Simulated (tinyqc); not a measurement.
Worked calculation: core-shell quantum dot (spherical envelope functions). Values are carried at full precision from step to step, so a last printed digit may differ when a step is redone from the rounded ones.

Parabolic bands; strain and other valleys are left out. s states, u = r psi, hard wall at R + H, c = hbar^2/2m0, energies from the band edges of the core. Core: u = sin(k1 r)/k1, k1 = sqrt(m1 E/c). At R, psi and psi'/m are continuous, so u is continuous and its slope in the shell is s = u/R + (m2/m1)(u' - u/R). Shell: u(R + x) = u(R) cos(k2 x) + s sin(k2 x)/k2, k2 = sqrt(m2 (E - V)/c); for negative arguments the functions turn into sinh and cosh. A level has u(R + H) = 0.

Constants: hbar^2/2m0 = 3.80998211 eV angstrom^2; e^2/(4 pi eps0) = 14.39964547 eV angstrom; hc = 1239.841984 eV nm.

Values chosen for the exercise (near those of a CdTe/CdSe core-shell dot; not measured data): R = 31 angstrom (core radius); H = 9 angstrom (shell thickness); Vc = -0.28 eV (conduction edge of the shell above that of the core); me1 = 0.095 m0 (electron, core); me2 = 0.125 m0 (electron, shell); E = 0.151 eV (trial energy of the electron); Vv = 0.576 eV (hole barrier of the shell); mh1 = 0.343 m0 (hole, core); mh2 = 0.458 m0 (hole, shell); Eg = 1.517 eV (gap of the core); eps = 7.2 (dielectric constant).

## Shooting at a trial energy

Carry the electron solution outwards.

k1^2 = 0.0037651 1/angstrom^2
k2^2 = 0.014140 1/angstrom^2
u(R) = 15.410 angstrom
s = -0.5851
u(R + H) = 3.079 angstrom

u(R + H) is positive: no node yet, so the lowest level lies above the trial energy.

## Ground states

Find the lowest root for electron and hole, and the share of u^2 inside the core.

Levels:
```
carrier,E (eV),share in the core
electron,0.1828,0.874
hole,0.0836,0.980
```

The core holds 47 % of the volume. The line-up is of type II (Vc < 0), but the shell is too thin to draw the electron out, so both carriers sit mainly in the core.

## Overlap and Coulomb integrals

Overlap = (integral of u_e u_h)^2 with normalised u. Coulomb integrals J_ab = (q/eps) double integral of u_a(r)^2 u_b(s)^2/max(r, s), q = e^2/(4 pi eps0), one eps everywhere. Exciton E = Eg + E_e + E_h - J_eh; first-order biexciton shift J_ee + J_hh - 2 J_eh (positive: repulsive).

Integrate numerically.

overlap = 0.910

J_eh, J_ee, J_hh (meV): 88.2  81.0  98.6

## Exciton and biexciton

Give E, the wavelength hc/E and the biexciton shift.

E = 1.695 eV
wavelength = 731 nm
biexciton shift = 3 meV

At first order the shift is the Coulomb integral of the net charge density with itself and cannot be negative; correlation, left out here, lowers it, and may reverse a shift as small as this.

## Checks

- Level without offset and mass step against c (pi/(R + H))^2/m, eV: both 0.2474.
- J_ee in that case against 1.786 q/(eps (R + H)), meV: both 89.3.

(tinyqc, `OMP_NUM_THREADS=1 python tinyqc.py 1282375 1282376 out.jsonl`, Intel(R) Xeon(R) Processor @ 2.30GHz, 1 thread, shared host, about 0.05 s.)
